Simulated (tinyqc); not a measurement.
Specific resistance of a metal-semiconductor contact and its transmission-line measurement. From specific contact resistance rho_c back to doping N. Computed by tinyqc, a small Python program. Command: `OMP_NUM_THREADS=1 python tinyqc.py 3012296 3012297 out.jsonl contact inv`. One thread of a shared host (Intel(R) Xeon(R) Processor @ 2.30GHz), about 0.03 s of CPU time with the checks.

The barrier is parabolic (depletion approximation), energies E are normal energies counted from the band edge in the neutral semiconductor (downwards for holes), and the bias is zero. xi is an input, held fixed when other inputs move.

Inputs (values chosen for the exercise, modelled on n-type 4H-SiC):
```
quantity,value,unit
tunnelling mass m,0.28,m_0
permittivity eps,9.7,-
Richardson constant A*,142,A/(cm^2 K^2)
barrier height phi_B,0.99,eV
"Fermi level above the band edge in the bulk, xi",0.034,eV
temperature T,300,K
```

Image-force lowering: included.

Constants: hbar = 1.054571817e-34 J s; eps_0 = 8.8541878128e-12 F/m; m_0 = 9.1093837015e-31 kg; k_B = 8.617333262e-05 eV/K; e = 1.602176634e-19 C.

Method:
- E_00 = (e hbar/2) sqrt(N/(eps eps_0 m)); band bending E_b = phi_B + xi; depletion width w = sqrt(2 eps eps_0 E_b/(e^2 N)). Image lowering d_phi = (e^3 N E_b/(8 pi^2 (eps eps_0)^3))^(1/4) (E_b in volts), and E_b - d_phi replaces E_b everywhere except in w.
- WKB transmission for E < E_b, with a = E/E_b: D = exp{-(E_b/E_00) [sqrt(1 - a) - a ln((1 + sqrt(1 - a))/sqrt(a))]}; D = 1 above.
- At zero bias 1/rho_c = (e A*/k_B^2) int D(E) f(E) dE, f = 1/(1 + exp((E - xi)/k_B T)); 200 Gauss-Legendre points from 0 to E_b, and k_B T ln(1 + exp((xi - E_b)/k_B T)) for the part above the barrier; the share of tunnelling is the part below.

Problem. A run gave the result below. Find the doping N, known to lie between 2.8e+19 and 3.9e+19 1/cm^3.

specific contact resistance rho_c = 3.505559e-05 ohm cm^2

Solution.

Each step takes the trial c = (a f_b - b f_a)/(f_b - f_a), f being the result less the target and a, b, c the logarithms of the listed values; c replaces end b, the old b replaces a if the sign of f changed, and otherwise f_a is halved.

Scan of the range:
```
doping N (1/cm^3),specific contact resistance rho_c (ohm cm^2)
2.80e+19,7.72688e-05
2.96e+19,5.63282e-05
3.13e+19,4.12834e-05
3.30e+19,3.09556e-05
3.49e+19,2.29789e-05
3.69e+19,1.71984e-05
3.90e+19,1.29843e-05
```

False position (Illinois rule, in the logarithm of the input) inside the bracket:
```
step,end a,end b,trial,specific contact resistance rho_c (ohm cm^2)
1,3.13000e+19,3.30000e+19,3.23143e+19,3.46780e-05
2,3.13000e+19,3.23143e+19,3.22031e+19,3.53342e-05
3,3.23143e+19,3.22031e+19,3.22503e+19,3.50540e-05
4,3.22031e+19,3.22503e+19,3.22500e+19,3.50556e-05
5,3.22031e+19,3.22500e+19,3.22500e+19,3.50556e-05
6,3.22500e+19,3.22500e+19,3.22500e+19,3.50556e-05
```

Specific contact resistance rho_c falls at every point of a 13-point scan of the range (every second point is shown), so one value fits; it is bracketed by 3.13e19 and 3.30e19. Answer: doping N = 3.225e19 1/cm^3.
